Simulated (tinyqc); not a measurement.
From peak temperature T_m back to heating rate beta: admittance spectroscopy and thermally stimulated current of one trap level in a depletion layer. Computed by tinyqc, a small Python program. Command: `OMP_NUM_THREADS=1 python tinyqc.py 3111722 3111723 out.jsonl admit inv`. One thread of a shared host (Intel(R) Xeon(R) Processor @ 2.30GHz), about 0.02 s of CPU time with the checks.

A Schottky junction on n-type material holds one donor-like electron trap; shallow donors are fully ionised and abrupt depletion edges are assumed.

Inputs (values chosen for the exercise, modelled on n-type 4H-SiC): density-of-states mass m = 0.746 m_0; trap depth E_t below the band = 0.447 eV; capture cross section sigma = 2.3e-15 cm^2.

Constants: k_B = 1.380649e-23 J/K; m_0 = 9.1093837015e-31 kg; h = 6.62607015e-34 J s; k_B = 8.617333262e-05 eV/K.

Method:
- N_c = 2 (2 pi m k_B T/h^2)^(3/2), v_th = sqrt(3 k_B T/m), emission rate e_n = sigma v_th N_c exp(-E_t/(k_B T)).
- Thermally stimulated current without retrapping: filled share n(T) = exp(-(1/beta) int e_n dT), current proportional to e_n n; the peak obeys beta (E_t/(k_B T^2) + 2/T) = e_n(T). The integral starts at 0.5 T_m and uses 4000 trapezoid steps to 1.2 T_m.
- Chen's first-order estimate from the full width W = T_2 - T_1 between the half-height points: E = 2.52 k_B T_m^2/W - 2 k_B T_m.

Question. A run gave the result below. Find the heating rate beta, known to lie between 0.1 and 0.28 K/s.

peak temperature T_m = 176.1679 K

Answer.

Each step takes the trial c = (a f_b - b f_a)/(f_b - f_a), f being the result less the target and a, b, c the logarithms of the listed values; c replaces end b, the old b replaces a if the sign of f changed, and otherwise f_a is halved.

Scan of the range:
```
heating rate beta (K/s)  peak temperature T_m (K)
0.100                                     173.772
0.119                                     174.671
0.141                                     175.556
0.167                                     176.447
0.199                                     177.380
0.236                                     178.296
0.280                                     179.223
```

False position (Illinois rule, in the logarithm of the input) inside the bracket:
```
step     end a     end b     trial  peak temperature T_m (K)
1     0.141000  0.167000  0.158372                   176.167
2     0.167000  0.158372  0.158400                   176.168
3     0.167000  0.158400  0.158400                   176.168
4     0.158400  0.158400  0.158400                   176.168
```

Peak temperature T_m rises at every point of a 13-point scan of the range (every second point is shown), so one value fits; it is bracketed by 0.141 and 0.167. Answer: heating rate beta = 0.1584 K/s.
